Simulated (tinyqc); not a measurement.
Inside a calculation. Model: molecular dynamics of a small cluster by velocity Verlet steps. Computed by tinyqc, a small Python program that keeps every step. Command: `OMP_NUM_THREADS=1 python tinyqc.py 3006955 3006956 out.jsonl verlet walk`. One thread of a shared host (Intel(R) Xeon(R) Processor @ 2.30GHz), about 0.1 s of CPU time with the checks. Intermediate numbers are printed to about 6 digits and carried at full precision; extremes and crossings named in words are read from the listed rows.

E = sum_i {sum_j A exp(-p (r_ij/r0 - 1)) - xi sqrt(rho_i)}, rho_i = sum_j exp(-2 q (r_ij/r0 - 1)); the force on i is -sum_j w_ij (R_i - R_j)/r_ij with w_ij = -(2p/r0) A exp(-p (r_ij/r0 - 1)) + (xi q/r0) exp(-2 q (r_ij/r0 - 1)) (rho_i^(-1/2) + rho_j^(-1/2)).

Inputs (values chosen for the exercise, for model atoms):

| quantity | value | unit |
|---|---|---|
| length r0 | 3.02 | angstrom |
| repulsion A | 0.12 | eV |
| hopping xi | 2.08 | eV |
| decay p | 11.8 | - |
| decay q | 2.36 | - |
| atomic mass M | 60.1 | u |
| time step dt | 2 | fs |
| steps | 200 | - |

Potential: Gupta. Thermostat: none.

starting positions (angstrom):
```
            x      y      z
atom 1  -0.03   0.02      0
atom 2   2.84  -0.01  -0.05
atom 3   1.41   2.48   0.04
atom 4   1.36   0.83   2.29
atom 5   1.48   0.84  -2.32
```

starting velocities (angstrom/fs):
```
               x         y         z
atom 1  -0.00146   0.00099   0.00097
atom 2  -0.00046  -0.00088  -0.00153
atom 3   0.00212  -0.00082   0.00086
atom 4  -0.00141   0.00014  -0.00085
atom 5    0.0012   0.00056   0.00055
```

Constants: 1 eV/(angstrom u) = 9.648533212e-03 angstrom/fs^2; k_B = 8.617333262e-05 eV/K.

## State at the start

Velocity Verlet: a = c F/M with c = 9.648533212e-3 angstrom/fs^2 per eV/(angstrom u); R(new) = R + v dt + a dt^2/2; v(new) = v + (a + a(new)) dt/2. Kinetic energy K = M v^2/(2c); temperature T = 2K/((3N - 3) k_B), rotation of the cluster included.

forces (eV/angstrom):
```
                x          y          z
atom 1   0.246174   0.087017  -0.316052
atom 2  -0.246565   0.141043   0.400774
atom 3   0.052417  -0.199413  -0.324821
atom 4   0.202297  -0.143979  -0.189058
atom 5  -0.254324   0.115332   0.429157
```

potential energy = -18.3478 eV

kinetic energy = 0.0562852 eV

temperature = 108.860 K

## Step 1

The formulas are those given above.

positions after step 1 (angstrom):
```
               x         y         z
atom 1  -0.03284   0.02201   0.00184
atom 2   2.83900  -0.01171  -0.05293
atom 3   1.41426   2.47830   0.04162
atom 4   1.35724   0.83023   2.28824
atom 5   1.48232   0.84116  -2.31876
```

new forces (eV/angstrom):
```
                x          y          z
atom 1   0.248699   0.083828  -0.339461
atom 2  -0.238144   0.125231   0.426917
atom 3   0.046943  -0.171933  -0.338613
atom 4   0.214463  -0.154357  -0.158255
atom 5  -0.271960   0.117230   0.409412
```

velocities after step 1 (angstrom/fs):
```
                  x            y            z
atom 1  -0.00138055   0.00101743   0.00086476
atom 2  -0.00053782  -0.00083725  -0.00139712
atom 3   0.00213595  -0.00087962   0.00075349
atom 4  -0.00134309   0.00009210  -0.00090576
atom 5   0.00111551   0.00059734   0.00068462
```

total energy = -18.2915 eV

## Step 2

The formulas are those given above.

positions after step 2 (angstrom):
```
               x         y         z
atom 1  -0.03552   0.02407   0.00346
atom 2   2.83785  -0.01335  -0.05559
atom 3   1.41854   2.47648   0.04301
atom 4   1.35463   0.83037   2.28638
atom 5   1.48446   0.84239  -2.31726
```

new forces (eV/angstrom):
```
                x          y          z
atom 1   0.247661   0.078950  -0.361328
atom 2  -0.226052   0.107219   0.452144
atom 3   0.041396  -0.140900  -0.350533
atom 4   0.225765  -0.164149  -0.125543
atom 5  -0.288771   0.118879   0.385260
```

velocities after step 2 (angstrom/fs):
```
                  x            y            z
atom 1  -0.00130087   0.00104356   0.00075226
atom 2  -0.00061234  -0.00079993  -0.00125600
atom 3   0.00215013  -0.00092984   0.00064286
atom 4  -0.00127242   0.00004097  -0.00095132
atom 5   0.00102549   0.00063524   0.00081220
```

total energy = -18.2915 eV

## Fastest vibration

Relax the cluster, diagonalise the Hessian (central differences): omega_max = sqrt(c lambda_max/M). Verlet steps are stable for omega_max dt < 2.

omega_max = 0.0642257 1/fs

shortest period = 97.8298 fs

omega_max dt = 0.128451

The step is 1/48.9 of the shortest period.

## The trajectory

Spread = largest minus smallest value. The test of the step is the spread (largest minus smallest) of the total energy over the run without thermostat, against the spread of K; the step passes below 5 %. The mean T is over the second half.

Course of the run (evenly spaced rows):

| step | t (fs) | U (eV) | K (eV) | U + K (eV) | T (K) |
|---|---|---|---|---|---|
| 0 | 0 | -18.3478 | 0.0562852 | -18.2915 | 108.860 |
| 14 | 28 | -18.3385 | 0.0470639 | -18.2915 | 91.026 |
| 28 | 56 | -18.3823 | 0.0907304 | -18.2915 | 175.480 |
| 42 | 84 | -18.3453 | 0.0538567 | -18.2915 | 104.164 |
| 56 | 112 | -18.3335 | 0.0420185 | -18.2915 | 81.267 |
| 70 | 140 | -18.3844 | 0.0928605 | -18.2915 | 179.600 |
| 84 | 168 | -18.3457 | 0.0542100 | -18.2915 | 104.847 |
| 98 | 196 | -18.3319 | 0.0404156 | -18.2915 | 78.167 |
| 112 | 224 | -18.3866 | 0.0951003 | -18.2915 | 183.932 |
| 126 | 252 | -18.3404 | 0.0489247 | -18.2915 | 94.625 |
| 140 | 280 | -18.3478 | 0.0562620 | -18.2915 | 108.815 |
| 154 | 308 | -18.3740 | 0.0825168 | -18.2915 | 159.595 |
| 168 | 336 | -18.3416 | 0.0501120 | -18.2915 | 96.921 |
| 182 | 364 | -18.3568 | 0.0652922 | -18.2915 | 126.281 |
| 196 | 392 | -18.3671 | 0.0756138 | -18.2915 | 146.244 |

spread of the total energy = 1.38010e-04 eV

spread of the total over spread of K = 0.00208508

mean temperature = 128.695 K

The total energy keeps within 0.21 % of the swings of K, so the step passes.

## Energy conservation against the time step

Runs without thermostat over the same span of time, steps x dt; spread = largest minus smallest value. For contrast, the energy gained over the first 30 dt (dt of the inputs) by explicit Euler steps: R(new) = R + v dt, v(new) = v + a dt.

Energy error (eV):

| dt (fs) | omega_max dt | Verlet, spread of U + K | Euler, gain in U + K |
|---|---|---|---|
| 0.25 | 0.016056 | 2.16565e-06 | 0.0019095 |
| 0.50 | 0.032113 | 8.66107e-06 | 0.0038816 |
| 1.00 | 0.064226 | 3.46476e-05 | 0.0080221 |
| 2.00 | 0.128451 | 1.38010e-04 | 0.0171460 |
| 4.00 | 0.256903 | 5.49857e-04 | 0.0392215 |
| 6.00 | 0.385354 | 1.21850e-03 | 0.0671012 |

The Verlet error grows as dt^2.00 between the first rows, the second order of the method. Euler steps gain energy steadily: over that short span the gain in the first row is already 880 times the Verlet spread of the whole run, and it grows as dt^1.02, tending to the first order of that method as dt shrinks.

Checks made by the program: time reversal over 50 steps (relative difference below 1e-10).
